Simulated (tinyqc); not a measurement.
# MOS inversion layer, Poisson-Schroedinger loop: what changes with what

Electrons confined at an insulator interface at z = 0, treated as a hard wall; parabolic valleys, Hartree approximation, no image or exchange terms. The depletion charge lies far deeper than the electrons and gives a uniform field q Nd/(eps0 eps_r); the gate balances all charge. Energies are counted from the band edge at the interface.

Inputs (values chosen for the exercise); masses and permittivity close to those of silicon (100): temperature T = 400 K; relative permittivity eps_r = 11.7; mass along z of valley set A (2 valley(s)) mz1 = 0.925 m0; in-plane density-of-states mass of set A md1 = 0.187 m0; mass along z of valley set B (4 valley(s)) mz2 = 0.191 m0; in-plane density-of-states mass of set B md2 = 0.414 m0; sheet density of electrons Ns = 1.3e13 cm^-2; sheet density of depletion charge Nd = 8.8e11 cm^-2; extra shift of set B (strain) dE = 0.08 eV.

Constants: q = 1.602176634e-19 C, kB = 1.380649e-23 J/K, hbar = 1.054571817e-34 J s, m0 = 9.1093837015e-31 kg, Vt = kB T/q, eps0 = 8.8541878128e-14 F/cm where lengths are in cm, hbar^2/(2 m0) = 0.0380998212 eV nm^2. Results are converted to the units shown.

Each table varies one quantity; the others keep the values above.

## Effect of the extra shift of set B (strain)

Schroedinger equation -(C/mz) psi'' + (V0 + U + dE for set B) psi = E psi, C = hbar^2/(2 m0), psi(0) = 0, on a uniform mesh of 800 nodes with a far wall at 20 nm, 8 levels a set; V0 = q Nd z/(eps0 eps_r); dU/dz = q (Ns - integral of n from 0 to z)/(eps0 eps_r), U(0) = 0; N_k = g md m0 q Vt/(pi hbar^2) ln(1 + exp((EF - E_k)/Vt)), g the number of valleys of the set, sum N_k = Ns. Triangular well: E_k = a_k (C F^2/mz)^(1/3), a_1 = 2.338107, a_2 = 4.087949, C = hbar^2/(2 m0), F in eV/nm. Fang-Howard (all electrons in the lowest level of set A): b^3 = 6 (mz1/C) q (Nd + 11 Ns/32)/(eps0 eps_r), centroid 3/b, level C b^2/(4 mz1) + (3/b) q (Nd + 11 Ns/16)/(eps0 eps_r). The centroid adds 3.9 z_av/eps_r to an oxide-equivalent thickness.

The same in every row: Fang-Howard centroid (nm) = 1.31.

Results:
```
dE (eV)	A1 (meV)	B1 (meV)	EF (meV)	share of A1 (%)	share of set A (%)	centroid z_av (nm)	added oxide equivalent (nm)
-0.05	264	331	289	46.2	49.3	1.89	0.629
-0.02	261	351	298	56.4	62.0	1.80	0.601
0.01	258	373	304	65.2	74.1	1.73	0.577
0.04	256	396	309	71.9	84.5	1.68	0.559
0.07	255	422	312	76.2	91.8	1.64	0.547
0.13	254	479	315	79.8	98.3	1.62	0.538
0.16	254	508	315	80.3	99.3	1.61	0.537
```

Estimate the missing row, dE = 0.1 eV.

Computed row:
```
dE (eV)	A1 (meV)	B1 (meV)	EF (meV)	share of A1 (%)	share of set A (%)	centroid z_av (nm)	added oxide equivalent (nm)
0.1	254	450	314	78.6	96.1	1.62	0.541
```

With this row back in the table: As dE goes from -0.05 to 0.16, A1 falls from 264 to 254 meV, the share of A1 rises from 46.2 to 80.3 % and the centroid falls from 1.89 to 1.61 nm. The Fang-Howard centroid is 31 % below the full one in the first row, where A1 holds 46.2 %, and 19 % below it in the last, where A1 holds 80.3 %.

## Effect of the sheet density of electrons

Schroedinger equation -(C/mz) psi'' + (V0 + U + dE for set B) psi = E psi, C = hbar^2/(2 m0), psi(0) = 0, on a uniform mesh of 800 nodes with a far wall at 29 nm, 8 levels a set; V0 = q Nd z/(eps0 eps_r); dU/dz = q (Ns - integral of n from 0 to z)/(eps0 eps_r), U(0) = 0; N_k = g md m0 q Vt/(pi hbar^2) ln(1 + exp((EF - E_k)/Vt)), g the number of valleys of the set, sum N_k = Ns.

Result of one run:
```
Ns (cm^-2)	A1 (meV)	B1 (meV)	EF (meV)	share of A1 (%)	share of set A (%)	centroid z_av (nm)	added oxide equivalent (nm)	Fang-Howard centroid (nm)
9.7e11	70.8	191	-4.68	58.9	89.9	3.02	1.01	2.15
```

What becomes of these results when the sheet density of electrons Ns is changed from 9.7e11 to 4.4e12 cm^-2, all else the same?

Result of the changed run:
```
Ns (cm^-2)	A1 (meV)	B1 (meV)	EF (meV)	share of A1 (%)	share of set A (%)	centroid z_av (nm)	added oxide equivalent (nm)	Fang-Howard centroid (nm)
4.4e12	136	278	127	69.8	92.1	2.24	0.745	1.71
```

The whole series:
```
Ns (cm^-2)	A1 (meV)	B1 (meV)	EF (meV)	share of A1 (%)	share of set A (%)	centroid z_av (nm)	added oxide equivalent (nm)	Fang-Howard centroid (nm)
1e11	48.9	162	-110	53.2	88.8	3.48	1.16	2.36
2.1e11	51.9	166	-80.8	54.1	89.0	3.41	1.14	2.33
4.5e11	58.2	174	-46.7	55.8	89.3	3.27	1.09	2.26
9.7e11	70.8	191	-4.68	58.9	89.9	3.02	1.01	2.15
2.1e12	94.9	223	51.3	63.9	90.9	2.66	0.886	1.96
4.4e12	136	278	127	69.8	92.1	2.24	0.745	1.71
9.4e12	209	372	244	75.5	93.3	1.80	0.601	1.43
2e13	333	533	431	78.4	93.5	1.44	0.479	1.16
```

As Ns goes from 1e11 to 2e13, A1 rises from 48.9 to 333 meV, the share of A1 rises from 53.2 to 78.4 % and the centroid falls from 3.48 to 1.44 nm. A1 goes as Ns^(0.62) between the last two rows (a triangular well in the field of that charge alone gives 2/3). EF lies more than 2 meV above A1 for Ns = 9.4e12, 2e13. The Fang-Howard centroid is 32 % below the full one in the first row, where A1 holds 53.2 %, and 20 % below it in the last, where A1 holds 78.4 %.

tinyqc, about 0.9 s, one thread, Intel Xeon 2.30GHz (shared host): `OMP_NUM_THREADS=1 python tinyqc.py 2160017 2160018 out.jsonl`
